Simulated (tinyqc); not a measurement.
Sheet resistance and Hall data of a diffused or implanted layer. From junction depth x_j back to length scale l. Computed by tinyqc, a small Python program. Command: `OMP_NUM_THREADS=1 python tinyqc.py 3019727 3019728 out.jsonl layer inv`. One thread of a shared host (Intel(R) Xeon(R) Processor @ 2.30GHz), about 0.01 s of CPU time with the checks.

Carriers are taken equal to the net active doping down to the junction (full ionisation, which deep dopants in wide-gap hosts do not reach; no spill-over, no depletion), and the Hall factor is 1.

Inputs (values chosen for the exercise, modelled on donors in GaAs): peak concentration N_0 = 1.1e+18 1/cm^3; background doping N_B (opposite type) = 2.1e+15 1/cm^3.

Profile: Gaussian at the surface. Activation: complete.

Method. N(x) = N_0 exp(-x^2/l^2), dose N_0 l sqrt(pi)/2, junction x_j = l sqrt(ln(N_0/N_B)).

Task: A run gave the result below. Find the length scale l, known to lie between 23 and 51 nm.

junction depth x_j = 73.61545 nm

Result:

Each step takes the trial c = (a f_b - b f_a)/(f_b - f_a), f being the result less the target and a, b, c the logarithms of the listed values; c replaces end b, the old b replaces a if the sign of f changed, and otherwise f_a is halved.

Scan of the range:
```
length scale l (nm)  junction depth x_j (nm)
23.0                                  57.551
26.3                                  65.809
30.0                                  75.067
34.2                                  85.576
39.1                                  97.837
44.7                                 111.849
51.0                                 127.613
```

False position (Illinois rule, in the logarithm of the input) inside the bracket:
```
step    end a    end b    trial  junction depth x_j (nm)
1     26.3000  30.0000  29.3873                  73.5337
2     30.0000  29.3873  29.4197                  73.6147
3     30.0000  29.4197  29.4203                  73.6162
4     29.4197  29.4203  29.4200                  73.6154
```

Junction depth x_j rises at every point of a 13-point scan of the range (every second point is shown), so one value fits; it is bracketed by 26.3 and 30.0. The scan shows a pure power law with exponent 1.000, so scaling from any one row also gives the answer directly. Answer: length scale l = 29.42 nm.

Caution: the layer is not thick against surface and junction depletion widths, which remove carriers that this model counts.
